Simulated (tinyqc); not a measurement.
Worked calculation: CCSD on RHF in the 6-311g basis, for He, spin multiplicity 1. Computed by tinyqc, a small Python program that keeps every step (integrals from PySCF). Settings: charge = 0, multiplicity = 1, basis = 6-311g, method = RHF, energy threshold = 1e-10, iteration cap = 69, orthogonalisation = canonical, start = Wolfsberg-Helmholz matrix, DIIS depth = 6, amplitude equations = CCSD, DIIS depth for amplitudes = 4, cap on updates = 74. Command: `OMP_NUM_THREADS=1 python tinyqc.py 21299 21300 out.jsonl` (the two numbers bound the seeds that draw the settings). One thread of a shared host (Intel(R) Xeon(R) Processor @ 2.60GHz), about 0.2 s of CPU time with the checks. The early iterations of the SCF are left out here.

## One-electron integrals

Geometry (angstrom):
```
atom       x       y       z
He    0.0000  0.0000  0.0000
```

Basis 6-311g: exponents (1/bohr^2) and contraction coefficients of normalised primitives:
```
element  l (shell)  exponent  coefficient
He           s (1)   98.1243       0.0287
He           s (1)   14.7689       0.2081
He           s (1)    3.3188       0.8376
He           s (2)    0.8740       1.0000
He           s (3)    0.2446       1.0000
```

Overlap, kinetic and nuclear-attraction integrals over the contracted functions; the nuclear repulsion is the sum of Za Zb / Rab.

nuclear repulsion = 0 hartree

overlap S, order 1He 1s, 1He 2s, 1He 3s:
$$\begin{pmatrix}
1.0000 & 0.6805 & 0.3286 \\
0.6805 & 1.0000 & 0.7516 \\
0.3286 & 0.7516 & 1.0000
\end{pmatrix}$$

kinetic energy T (hartree), order 1He 1s, 1He 2s, 1He 3s:
$$\begin{pmatrix}
6.8571 & 1.4395 & 0.2256 \\
1.4395 & 1.3111 & 0.4309 \\
0.2256 & 0.4309 & 0.3668
\end{pmatrix}$$

nuclear attraction V (hartree), order 1He 1s, 1He 2s, 1He 3s:
$$\begin{pmatrix}
-7.3063 & -3.4648 & -1.5351 \\
-3.4648 & -2.9838 & -1.7939 \\
-1.5351 & -1.7939 & -1.5783
\end{pmatrix}$$

core Hamiltonian H = T + V (hartree), order 1He 1s, 1He 2s, 1He 3s:
$$\begin{pmatrix}
-0.4492 & -2.0254 & -1.3095 \\
-2.0254 & -1.6727 & -1.3630 \\
-1.3095 & -1.3630 & -1.2115
\end{pmatrix}$$

## Two-electron integrals

Functions are numbered as in S; the eight-fold symmetry (ij|kl) = (ji|kl) = (kl|ij) leaves the list below.

Two-electron integrals (ij|kl) in chemists' order, unique and non-zero (hartree):
```
(11|11) 2.3951   (21|11) 1.3473   (21|21) 0.7987   (22|11) 1.3584
(22|21) 0.8638   (22|22) 1.0549   (31|11) 0.6141   (31|21) 0.3686
(31|22) 0.4068   (31|31) 0.1707   (32|11) 0.8427   (32|21) 0.5470
(32|22) 0.7004   (32|31) 0.2594   (32|32) 0.4767   (33|11) 0.7670
(33|21) 0.5102   (33|22) 0.6976   (33|31) 0.2442   (33|32) 0.4947
(33|33) 0.5580
```

## Orthogonalisation

S = U s U^T; canonical form X = U s^(-1/2), so that X^T S X = 1. Each column of U has its largest component positive (the first on a tie).

eigenvalues of S: [0.1357, 0.6734, 2.1908]

X, order 1He 1s, 1He 2s, 1He 3s:
$$\begin{pmatrix}
-1.1020 & 0.9132 & 0.3534 \\
2.0642 & -0.0493 & 0.4379 \\
-1.3760 & -0.8053 & 0.3739
\end{pmatrix}$$

## Iteration 6 (converged): orbitals

converged F (hartree), order 1He 1s, 1He 2s, 1He 3s:
$$\begin{pmatrix}
1.3735 & -1.2062 & -1.1058 \\
-1.2062 & -0.5945 & -0.6984 \\
-1.1058 & -0.6984 & -0.3719
\end{pmatrix}$$

Diagonalise F' = X^T F X, C = X C', fill 1 alpha and 1 beta electrons from the bottom; D = 2 C_occ C_occ^T. Each column has its largest component positive (the first on a tie).

F' = X^T F X (hartree):
$$\begin{pmatrix}
4.5325 & -2.5515 & -0.3035 \\
-2.5515 & 2.5824 & 0.3031 \\
-0.3035 & 0.3031 & -0.8887
\end{pmatrix}$$

orbital energies (hartree): MO1 -0.9169, MO2 0.8294, MO3 6.3135

coefficients C, order 1He 1s, 1He 2s, 1He 3s:
$$\begin{pmatrix}
0.2636 & -0.1380 & -1.4439 \\
0.4875 & -1.1540 & 1.6988 \\
0.3974 & 1.4279 & -0.6963
\end{pmatrix}$$

D after iteration 6, order 1He 1s, 1He 2s, 1He 3s:
$$\begin{pmatrix}
0.1389 & 0.2570 & 0.2095 \\
0.2570 & 0.4753 & 0.3875 \\
0.2095 & 0.3875 & 0.3159
\end{pmatrix}$$

## Convergence

Stop when the energy changes by less than 1e-10 hartree and every element of the error matrix X^T (F D S - S D F) X is below 3e-06.

Course of the cycle:
```
iteration  E (hartree)     change  largest element of the error matrix
1            -2.192694          -                             1.98e+00
2            -2.856649  -6.64e-01                             1.42e-01
3            -2.859894  -3.24e-03                             3.01e-03
4            -2.859895  -1.61e-06                             1.83e-04
5            -2.859895  -1.83e-08                             2.29e-07
6            -2.859895  -1.15e-14                             9.21e-08
```

PySCF RHF in the same basis = -2.859895 hartree

Converged in 6 iterations.

## Integrals over molecular orbitals

(pq|rs) = sum C_ip C_jq C_kr C_ls (ij|kl), one index at a time.

one-electron integrals over orbitals h = C^T H C (hartree):
$$\begin{pmatrix}
-1.9430 & 0.2773 & 0.1739 \\
0.2773 & -0.3432 & -0.3334 \\
0.1739 & -0.3334 & 4.1761
\end{pmatrix}$$

Two-electron integrals over orbitals (pq|rs), unique and non-zero (hartree):
```
(11|11) 1.0262    (21|11) -0.2773   (21|21) 0.1465    (22|11) 0.6596
(22|21) -0.1136   (22|22) 0.5066    (31|11) -0.1739   (31|21) 0.1256
(31|22) -0.0788   (31|31) 0.2165    (32|11) 0.2295    (32|21) -0.1209
(32|22) 0.1027    (32|31) -0.1487   (32|32) 0.1276    (33|11) 1.1770
(33|21) -0.3810   (33|22) 0.7273    (33|31) -0.3867   (33|32) 0.3807
(33|33) 1.6000
```

## CCSD: starting amplitudes

t_ij^ab = <ij||ab> / (e_i + e_j - e_a - e_b), whose energy is MP2.

Starting amplitudes (spin orbitals 1a, 1b, ...; amplitudes related by a flip of all spins are not repeated):
```
from      to        t
1a 1b  2a 2b  -0.0420
1a 1b  3a 3b  -0.0150
1a 1b  2a 3b  -0.0140
```

correlation energy = -0.012907 hartree

## CCSD: amplitude update 1

t_i^a D_i^a and t_ij^ab D_ij^ab are set to the remaining terms of the spin-orbital equations, evaluated with the old amplitudes; for the doubles these are <ij||ab> + 1/2 <ab||ef> t_ij^ef + 1/2 <mn||ij> t_mn^ab + P(ij)P(ab) <mb||ej> t_im^ae + terms in t^2 + terms with t1, D the orbital-energy denominators.

Amplitudes after update 1 (spin orbitals 1a, 1b, ...; amplitudes related by a flip of all spins are not repeated):
```
from      to        t
1a 1b  2a 2b  -0.0529
1a 1b  2a 3b  -0.0172
1a 1b  3a 3b  -0.0162
1a        2a   0.0025
1a        3a  -0.0016
```

correlation energy = -0.015577 hartree

## CCSD: convergence

E_corr = 1/4 sum <ij||ab> t_ij^ab + 1/2 sum <ij||ab> t_i^a t_j^b; stop when the norm of the change is below 1e-8.

Course of the amplitude iterations:
```
update  correlation energy (hartree)  norm of the change
0                          -0.012907                   -
1                          -0.015577            2.41e-02
2                          -0.016251            7.08e-03
3                          -0.016526            2.24e-03
4                          -0.016523            7.93e-05
5                          -0.016523            1.39e-06
6                          -0.016523            2.74e-08
7                          -0.016523            2.08e-09
```

Converged amplitudes (spin orbitals 1a, 1b, ...; amplitudes related by a flip of all spins are not repeated):
```
from      to        t
1a 1b  2a 2b  -0.0575
1a 1b  2a 3b  -0.0183
1a 1b  3a 3b  -0.0161
1a        2a   0.0047
1a        3a  -0.0023
```

CCSD total energy = -2.876418 hartree

T1 diagnostic, norm of the one-spin t1 over sqrt(correlated electrons) = 0.0037

Converged in 7 updates, with DIIS from the third.
